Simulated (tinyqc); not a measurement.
Inside a calculation. Model: donor binding, ionisation and the Mott limit.

Program tinyqc, `OMP_NUM_THREADS=1 python tinyqc.py 2330041 2330042 out.jsonl`; Intel Xeon 2.30GHz, shared host, one thread, about 0.01 s. Printed values are rounded.

Hydrogenic donor: Ry = (m0 q^3/(8 eps0^2 h^2)) me/eps_r^2 in eV, E0 = cc Ry, radius a = q/(8 pi eps0 eps_r E0), Mott density Nm = (0.26/a)^3. Below Nm the level sinks as Ed = E0 [1 - (N/Nm)^(1/3)]. Neutrality: Nc F12(eta) = N/(1 + 2 exp(eta + Ed/kB T)), F12(x) = (2/sqrt(pi)) int_0^infinity sqrt(u)/(1 + exp(u - x)) du.

Values chosen for this exercise; band and dielectric values close to those of gallium nitride:

| symbol | value | unit | meaning |
|---|---|---|---|
| T | 300 | K | temperature |
| eps_r | 9.54 |  | relative permittivity |
| me | 0.202 | m0 | mass in the hydrogenic formula, set independently of Nc |
| Nc | 2.35e18 | cm^-3 | conduction-band density of states at 300 K |
| cc | 1.4 |  | ratio of the true binding energy to the hydrogenic one |
| N | 5.3e16 | cm^-3 | donor density |

Constants: q = 1.602176634e-19 C, kB = 1.380649e-23 J/K, eps0 = 8.8541878128e-12 F/m, h = 6.62607015e-34 J s, m0 = 9.1093837015e-31 kg, Vt = kB T/q. Results are converted to the units shown.

Range of the model: A sharp level with degeneracy 2 overstates freeze-out near Nm, where the impurity band broadens and merges with the conduction band.

## Binding energy, radius and Mott density

The mean spacing of the donors is N^(-1/3).

Ry = 30.1978 meV
E0 = 42.2769 meV
a = 1.78513 nm
Nm = 3.08965e18 cm^-3
spacing over a = 14.9132
Ed = 31.3736 meV

## Ionisation

Solve the neutrality equation for eta. Boltzmann form: with k = (Nc/2) exp(-Ed/kB T) the ionised share is [-k + sqrt(k^2 + 4 k N)]/(2 N).

eta = -3.91124
ionised share = 88.1270 %
n = 4.67073e16 cm^-3
ionised share, Boltzmann form = 88.1926 %

With the level held at E0 the share would be 83.7 %.
